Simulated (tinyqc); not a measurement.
# Signal and retention of a DRAM cell, step by step

Computed by the program tinyqc: `OMP_NUM_THREADS=1 python tinyqc.py 2130115 2130116 out.jsonl`, one thread of a shared Intel Xeon 2.30GHz, about 0.01 s for the whole run. Printed values are rounded.

A stored one starts at Vd and leaks: Cs dV/dt = -I(V), I = a sqrt((V + Vb)/(Vd + Vb)) + b, with a = Ig exp[-(Eg1 q/kB)(1/T - 1/T0)] (generation in a depletion layer) and b = Is exp[-(Es q/kB)(1/T - 1/T0)]. The bit line is precharged to Vd/2, and charge sharing gives the signal (V - Vd/2) Cs/(Cs + Cb).

Inputs (values chosen for the exercise): array voltage Vd = 1.1 V; cell capacitance Cs = 15 fF; bit-line capacitance Cb = 82 fF; smallest signal that the sense amplifier resolves dm = 57 mV; built-in plus back-bias voltage of the storage junction Vb = 1.46 V; junction leakage at V = Vd and T0 Ig = 0.65 fA; voltage-independent leakage at T0 Is = 0.19 fA; activation energy of Is Es = 0.3 eV; reference temperature T0 = 358 K; temperature T = 358 K; deviation of ln(retention time) over the cells sg = 0.55; cells Nc = 4.29e9; refresh interval tr = 64 ms; activation energy of Ig Eg1 = 0.56 eV.

Constants: q = 1.602176634e-19 C, kB = 1.380649e-23 J/K. Results are converted to the units shown.

Range of the model: Real arrays also hold a tail of unusually leaky cells and cells whose retention varies in time, which this model lacks.

## Signal and margin

The cell fails below Vc = Vd/2 + dm (Cs + Cb)/Cs.

transfer ratio = 0.1546392
signal of a fresh one = 85.05155 mV
Vc = 0.9186 V
charge that may be lost = 2.721 fC
the same in electrons = 16983.15

## Retention time

With s = sqrt((Vc + Vb)/(Vd + Vb)), the time from Vd to Vc is t = [2 Cs (Vd + Vb)/a] [1 - s - (b/a) ln((a + b)/(a s + b))].

a = 0.65 fA
b = 0.19 fA
retention time = 3.285080 s
estimate with the current held at a + b = 3.239286 s

The constant-current estimate is 1.4 % below the true time, since the junction leaks less as V falls.

## Failing cells

This time is the median of a log-normal spread: failing cells = Nc erfc(z/sqrt 2)/2, z = ln(t/tr)/sg. One failure is expected at the interval where that count equals 1.

z = 7.160479
failing cells = 0.001724491
interval for one failure = 106.7621 ms

The weakest cell of the array lies about 6.23 deviations out, a factor of 30.8 below the median; the chosen interval is shorter than that time.
